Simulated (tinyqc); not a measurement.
# Potential step from the flux

Inverse problem. On one interval J = (q mu Vt/hx) [nb B(d) - na B(-d)], B(d) = d/(exp(d) - 1), d = (psi_b - psi_a)/Vt. Find psi_b - psi_a, and the step at which J would vanish.

Parameters, values chosen for the exercise: temperature T = 300 K; electron mobility mu = 1370 cm^2/(V s); density at the left node na = 5.5e15 cm^-3; density at the right node nb = 2.2e14 cm^-3; node spacing hx = 44 nm.

Constants: q = 1.602176634e-19 C, kB = 1.380649e-23 J/K, Vt = kB T/q. Results are converted to the units shown.

J = -31122.443 A/cm^2

Solution. B(d) falls and B(-d) rises with d, so J falls steadily with the step and one value matches. J = 0 needs nb/na = exp(d), the Boltzmann ratio.

psi_b - psi_a = 0.1120 V
step for J = 0 = -0.08321 V

Program tinyqc, `OMP_NUM_THREADS=1 python tinyqc.py 2220127 2220128 out.jsonl`; Intel Xeon 2.30GHz, shared host, one thread, about 0.01 s.
